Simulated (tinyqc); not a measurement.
Loss and coupling from a measured resonance.

Question. An all-pass ring of radius Rr has F = FSR/FWHM = pi sqrt(a t)/(1 - a t) and Tmin = (a - t)^2/(1 - a t)^2; it is known to be overcoupled (t < a). a = 10^(-al L/20), L = 2 pi Rr, k2 = 1 - t^2, FSR = lam^2/(ng L). Find ng, al and k2.

Values chosen for this exercise: cold resonance wavelength lam = 1550 nm; ring radius Rr = 50 um.

FSR = 3.573549073 nm
FWHM = 16.18523771 pm
Tmin (linear) = 0.2416738233

Solution. The finesse gives the product a t, Tmin the difference |a - t|; the spectrum alone cannot tell which is which.

ng = 2.14
al = 1.00 dB/cm
k2 = 0.0210

tinyqc, about 0.01 s, one thread, Intel Xeon 2.30GHz (shared host): `OMP_NUM_THREADS=1 python tinyqc.py 2650025 2650026 out.jsonl`
